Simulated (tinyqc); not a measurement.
# On-chip interconnect, size-dependent resistivity and RC delay: two studies

A rectangular line between two neighbours and two ground planes. Surface and grain-boundary scattering are added to the bulk resistivity as corrections; capacitances are parallel-plate values without fringing; inductance is ignored.

Inputs (values chosen for the exercise); metal values close to those of copper: bulk resistivity rho0 = 1.7 uohm cm; bulk mean free path lam = 39.1 nm; specular share of surface scattering ps = 0.3; reflection coefficient of grain boundaries Rg = 0.53; grain size over the metal width gr = 2; drawn line width wd = 48 nm; aspect ratio, height over width AR = 2; liner on both walls and the bottom, not conducting tl = 2.2 nm; space to the neighbouring lines sp = 48 nm; dielectric height to the planes above and below hd = 86 nm; relative permittivity of the dielectric ek = 2.5; Miller factor of the neighbours Mf = 0; line length Lw = 260 um; driver resistance Rd = 10000 ohm; load capacitance Cl = 1.5 fF; bulk resistivity of the second metal (close to molybdenum) rho2 = 5.28 uohm cm; mean free path of the second metal lam2 = 11.1 nm; liner of the second metal tl2 = 0.1 nm.

Constants: eps0 = 8.8541878128e-12 F/m. Results are converted to the units shown.

Each table varies one quantity; the others keep the values above.

## Delay against the liner thickness

Metal width x = wd - 2 tl, height y = AR wd - tl; grain boundaries (Mayadas-Shatzkes): al = (lam/(gr x)) Rg/(1 - Rg), g = 1/[1 - 3 al/2 + 3 al^2 - 3 al^3 ln(1 + 1/al)] - 1; surfaces (Fuchs-Sondheimer, thick limit): s = (3/8) lam (1 - ps)(1/x + 1/y); rho = rho0 (1 + g + s); r = rho/(x y); c = eps0 ek (2 wd/hd + 2 Mf AR wd/sp). Elmore delay tE = Rd (c Lw + Cl) + r Lw (c Lw/2 + Cl); t50 is the time at which the far end of a ladder of 30 pi sections (half capacitances at both ends, Cl at the far end, a step applied through Rd) reaches half the step; line share r Lw/(Rd + r Lw); estimate 0.69 Rd (c Lw + Cl) + 0.38 r c Lw^2 + 0.69 r Lw Cl.

The same in every row: c (fF/um) = 0.02471.

Results:

| tl (nm) | rho (uohm cm) | r (ohm/um) | tE (ps) | t50 (ps) | estimate (ps) | line share of the resistance (%) |
|---|---|---|---|---|---|---|
| 0 | 3.342 | 7.252 | 88.13 | 61.93 | 61.23 | 15.86 |
| 0.6 | 3.380 | 7.570 | 88.52 | 62.24 | 61.52 | 16.44 |
| 1.1 | 3.413 | 7.852 | 88.86 | 62.51 | 61.78 | 16.95 |
| 1.7 | 3.454 | 8.213 | 89.31 | 62.86 | 62.10 | 17.60 |
| 2.3 | 3.498 | 8.601 | 89.78 | 63.23 | 62.45 | 18.28 |
| 3.4 | 3.584 | 9.395 | 90.75 | 64.00 | 63.17 | 19.63 |
| 4 | 3.635 | 9.879 | 91.35 | 64.47 | 63.61 | 20.44 |

Estimate the missing row, tl = 2.9 nm.

Computed row:

| tl (nm) | rho (uohm cm) | r (ohm/um) | tE (ps) | t50 (ps) | estimate (ps) | line share of the resistance (%) |
|---|---|---|---|---|---|---|
| 2.9 | 3.544 | 9.020 | 90.30 | 63.64 | 62.83 | 19.00 |

With this row back in the table: As tl goes from 0 to 4, r rises from 7.25 to 9.88 ohm/um, c stays at 0.0247 fF/um and t50 rises from 61.9 to 64.5 ps. t50/tE lies between 0.703 and 0.706, and the estimate is within 1.3 % of t50.

## Two metals against line width

Metal width x = wd - 2 tl, height y = AR wd - tl; grain boundaries (Mayadas-Shatzkes): al = (lam/(gr x)) Rg/(1 - Rg), g = 1/[1 - 3 al/2 + 3 al^2 - 3 al^3 ln(1 + 1/al)] - 1; surfaces (Fuchs-Sondheimer, thick limit): s = (3/8) lam (1 - ps)(1/x + 1/y); rho = rho0 (1 + g + s); r = rho/(x y). The second metal has rho2, lam2 and tl2 in place of rho0, lam and tl; ps, Rg, gr and AR are shared.

Result of one run:

| wd (nm) | rho, first (uohm cm) | rho, second (uohm cm) | r, first (ohm/um) | r, second (ohm/um) | ratio second/first |
|---|---|---|---|---|---|
| 6.5 | 35.53 | 16.14 | 1.566e4 | 1986 | 0.1268 |

What becomes of these results when the drawn line width wd is changed from 6.5 to 120 nm, all else the same?

Result of the changed run:

| wd (nm) | rho, first (uohm cm) | rho, second (uohm cm) | r, first (ohm/um) | r, second (ohm/um) | ratio second/first |
|---|---|---|---|---|---|
| 120 | 2.390 | 5.879 | 0.8695 | 2.046 | 2.353 |

The whole series:

| wd (nm) | rho, first (uohm cm) | rho, second (uohm cm) | r, first (ohm/um) | r, second (ohm/um) | ratio second/first |
|---|---|---|---|---|---|
| 6.5 | 35.53 | 16.14 | 1.566e4 | 1986 | 0.1268 |
| 8 | 21.80 | 14.09 | 4387 | 1136 | 0.2589 |
| 10 | 14.82 | 12.32 | 1487 | 631.6 | 0.4249 |
| 13 | 10.37 | 10.70 | 506.5 | 322.6 | 0.6370 |
| 17 | 7.687 | 9.427 | 191.9 | 165.5 | 0.8628 |
| 22 | 6.029 | 8.491 | 81.95 | 88.73 | 1.083 |
| 30 | 4.707 | 7.642 | 31.81 | 42.81 | 1.346 |
| 45 | 3.619 | 6.862 | 10.15 | 17.04 | 1.678 |
| 70 | 2.902 | 6.302 | 3.210 | 6.453 | 2.011 |
| 120 | 2.390 | 5.879 | 0.8695 | 2.046 | 2.353 |

The resistivity of the first metal falls from 35.5 to 2.39 uohm cm and that of the second goes from 16.1 to 5.88 uohm cm as the line widens. The products rho0 lam, which set the size effect, are 66.5 and 58.6 uohm cm nm. The two resistances cross at wd = 20.0 nm: below it the second metal gives the lower line resistance. For widths well under the mean free path the thick-limit surface term is only a guide.

tinyqc, about 0.01 s, one thread, Intel Xeon 2.30GHz (shared host): `OMP_NUM_THREADS=1 python tinyqc.py 2100006 2100007 out.jsonl`
